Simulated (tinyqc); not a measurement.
One gate, two gates and a surrounding gate.

Below threshold the potential that source and drain add obeys Laplace's equation, vanishes on the gates and decays along the channel as exp(-k y). The same ts (depleted depth over a conducting body, body thickness or wire diameter), ti and permittivities in three geometries; k is the smallest positive root of: one gate, f(k) = eps_r sin(k ti) cos(k ts) + ei cos(k ti) sin(k ts); two gates, f(k) = ei cos(k ti) cos(k ts/2) - eps_r sin(k ti) sin(k ts/2); wire, f(k) = ei J0(u)[J1(u) Y0(v) - Y1(u) J0(v)] - eps_r J1(u)[J0(u) Y0(v) - Y0(u) J0(v)], u = k ts/2, v = u + k ti. Parabolic estimates of l: sqrt((eps_r/ei) ts ti); sqrt((eps_r/(2 ei)) ts ti (1 + ei ts/(4 eps_r ti))); sqrt([2 eps_r ts^2 ln(1 + 2 ti/ts) + ei ts^2]/(16 ei)), in the same order.

Inputs (values chosen for the exercise); permittivities: semiconductor close to that of germanium, insulator close to that of aluminium oxide:

| symbol | value | unit | meaning |
|---|---|---|---|
| eps_r | 16.1 |  | relative permittivity of the semiconductor |
| ei | 8.9 |  | relative permittivity of the insulator |
| ti | 1.5 | nm | insulator thickness |
| ts | 12.1 | nm | body thickness |

Scale lengths (nm):
```
                                 Lambda = pi/k  l = 1/k  l(parabolic)
one gate over a conducting body         14.629   4.6567        5.7300
two gates                               17.252   5.4914        5.8922
wire                                    11.313   3.6012        4.0600
```

What does the table show?

The wire has the shortest scale length, 0.656 times that of the double gate; the single gate over a conducting body has 0.848 times it, its layer ending directly on a conductor where the double gate has a second insulator. The parabolic estimates are 23 % above, 7.3 % above and 13 % above the exact l, in the order of the rows.

tinyqc, about 0.01 s, one thread, Intel Xeon 2.30GHz (shared host): `OMP_NUM_THREADS=1 python tinyqc.py 2420155 2420156 out.jsonl`
